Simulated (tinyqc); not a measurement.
Electron density from the filling shift.

Inverse problem. At zero temperature the Burstein-Moss shift of one parabolic valley is (C/me + C/mh) kF^2 with kF = (3 pi^2 n)^(1/3), C = hbar^2/(2 m0). Find kF and n.

Parameters, values chosen for the exercise:
```
symbol,value,unit,meaning
me,0.0402,m0,electron mass
mh,0.45,m0,hole mass
```

Constants: q = 1.602176634e-19 C, hbar = 1.054571817e-34 J s, m0 = 9.1093837015e-31 kg, hbar^2/(2 m0) = 0.0380998212 eV nm^2. Results are converted to the units shown.

filling shift = 381.95665 meV

Solution. The shift gives kF^2, and n = kF^3/(3 pi^2).

kF = 0.608 1/nm
n = 7.60e18 cm^-3

tinyqc, about 0.03 s, one thread, Intel Xeon 2.30GHz (shared host): `OMP_NUM_THREADS=1 python tinyqc.py 2330094 2330095 out.jsonl`
